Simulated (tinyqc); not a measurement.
Thermal boundary conductance by the acoustic and diffuse mismatch models: one step, computed by the program tinyqc.

Each side has one longitudinal and two transverse Debye branches, omega = v q up to q_D = (6 pi^2 n)^(1/3), with n counting all atoms. Scattering at the interface is elastic. Electrons are left out of G, also for metals. Melting is ignored. G refers to the temperatures of the phonons sent towards the interface. Linear branches over all atoms overstate G at high T, most for crystals with several atoms a cell.

Task: Acoustic mismatch: transmission of each branch. No mode conversion. t(theta) = 4 Z_1 Z_2 cos(theta_1) cos(theta_2)/N^2, with N = Z_2 cos(theta_1) + Z_1 cos(theta_2) for L (the form for pressure waves) and N = Z_1 cos(theta_1) + Z_2 cos(theta_2) for both T branches (the form for shear waves polarised along the interface); sin(theta_2) = (v_2/v_1) sin(theta_1), and t = 0 beyond the critical angle arcsin(v_1/v_2); the mean over the incoming flux is alpha = 2 int t sin(theta_1) cos(theta_1) d theta_1 (64 Gauss-Legendre points).

Structure: film on a substrate.

Branches:
```
branch     v (m/s)  cut-off (K)  Z (1e6 kg/(m^2 s))
L, side 1    17500     2941.748             60.9000
T, side 1    12900     2168.488             44.8920
L, side 2     5360      563.368             29.2656
T, side 2     3090      324.777             16.8714
```

Give: Transmission.

Result:

Transmission:
```
branch  t at normal incidence  largest angle from side 1 (deg)  alpha, 1 to 2  alpha, 2 to 1
L                      0.8769                               90         0.7116        0.06676
T                      0.7942                               90         0.8936        0.05127
```

For L waves from side 1 no critical angle exists; the mean is 0.71 against 0.88 at normal incidence. For T waves from side 1 no critical angle exists, and the mean 0.89 stays near the normal-incidence 0.79.
